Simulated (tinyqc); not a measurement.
Decay of LO phonons and the hot-phonon bottleneck in the cooling of electrons: one step, computed by the program tinyqc.

n(E, T) = 1/(exp(E/(k_B T)) - 1) is the Bose occupation. Electrons have a temperature T_e; the LO modes within their reach share one occupation N; the decay products stay at the lattice temperature.

Task: Lifetime and Raman width. Decay rate 1/tau = (1/tau_0) [1 + n(f hbar omega) + n((1 - f) hbar omega)]. Full width Gamma = 1/(2 pi c tau) in 1/cm, c in cm/s.

Inputs (values chosen for the exercise, modelled on zinc oxide):
```
quantity                                     value  unit
LO energy hbar omega                          74.1   meV
lifetime at T = 0, tau_0                       1.5    ps
share f of the energy in the softer product   0.24     -
lattice temperature T                           77     K
```

Decay channel: two unequal phonons (Ridley).

Constants: k_B = 8.617333262e-05 eV/K; c = 299792458 m/s.

Give: thermal factor tau_0/tau; phonon lifetime tau; Raman width Gamma; equilibrium LO occupation N_0.

Result:

thermal factor tau_0/tau = 1.074

phonon lifetime tau = 1.397 ps

Raman width Gamma = 3.800 1/cm

equilibrium LO occupation N_0 = 1.413e-05

Spontaneous decay rules: the products are hardly occupied.
